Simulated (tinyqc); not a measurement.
Inside a calculation. Model: input admittance of a MOSFET at zero drain bias: distributed channel and distributed gate.

Computed by the program tinyqc: `OMP_NUM_THREADS=1 python tinyqc.py 2262062 2262063 out.jsonl`, one thread of a shared Intel Xeon 2.30GHz, about 0.01 s for the whole run. Printed values are rounded.

Source and drain grounded, strong inversion, w = 2 pi f, Cox = eps0 eox/tox. The channel is an RC line of resistance 1/(mu Cox Vo) per square fed from both ends, so one finger has the intrinsic admittance y = i w Cox L tanh(g)/g per width, g = (1/2) sqrt(i w tau), tau = L^2/(mu Vo). The vertical resistance rv/L is in series with y, the overlaps 2 i w Cov in parallel: y_t = 1/(1/y + rv/L) + 2 i w Cov. The gate strip is a line of Rsh/L per length loaded by y_t, so a finger has Y = y_t Wf tanh(k)/k, k = (Wf/sd) sqrt(y_t Rsh/L); the device has Nf Y.

Values chosen for this exercise; values of the order met in silicon radio-frequency transistors:

| symbol | value | unit | meaning |
|---|---|---|---|
| eox | 25.3 |  | relative permittivity of the gate insulator (close to zirconium oxide) |
| tox | 7.5 | nm | insulator thickness |
| L | 0.13 | um | channel length |
| Wf | 18 | um | finger width |
| Nf | 32 |  | number of fingers |
| mu | 250 | cm^2/(V s) | channel mobility |
| Vo | 0.49 | V | gate overdrive |
| Rsh | 31 | ohm/square | sheet resistance of the gate |
| rv | 2.2 | ohm um^2 | vertical resistivity of the gate stack |
| sd | 2 |  | number of ends at which a finger is contacted |
| Cov | 0.21 | fF/um | overlap and fringe capacitance on each side |
| f | 1.3 | GHz | frequency |

Constants: eps0 = 8.8541878128e-14 F/cm where lengths are in cm. Results are converted to the units shown.

## Low-frequency resistances and capacitance

Low-frequency limits, with c = Cox L and ct = c + 2 Cov: R_strip = Rsh Wf/(3 sd^2 L Nf), R_ch = (c/ct)^2 L/(12 mu Cox Vo Wf Nf), R_vert = (c/ct)^2 rv/(L Wf Nf), C = ct Wf Nf.

parts (ohm): strip 11.1779, channel 0.0418586, vertical 0.0239247
sum = 11.2437 ohm
C = 2478.45 fF
1/(2 pi R C) = 5.71127 GHz

The strip term is the largest, 99.4 % of the sum.

## Admittance of the channel and stack per width

tau, g, c = Cox L, y and y_t as defined.

tau = 1.37959 ps
g = 0.0375312+0.0375312i
c = 3.88286 fF/um
y = 0.0298+31.7157i uS/um
y_t = 0.0468+35.1463i uS/um

w tau = 0.0113, and Im y is 1.00 of w c.

## Input impedance of the device

k and Y as defined; Z = 1/(Nf Y) = R + 1/(i w C); Q = |Im Z|/R; signal at the point farthest from a contact |1/cosh k|.

k = 0.582996+0.582220i
Nf Y = 4.2858+19.0771i mS
R = 11.2104 ohm
C = 2453.43 fF
Q = 4.45123
signal at the far point = 0.963227

R is 0.30 % below its low-frequency limit and C is 1.0 % below its own.
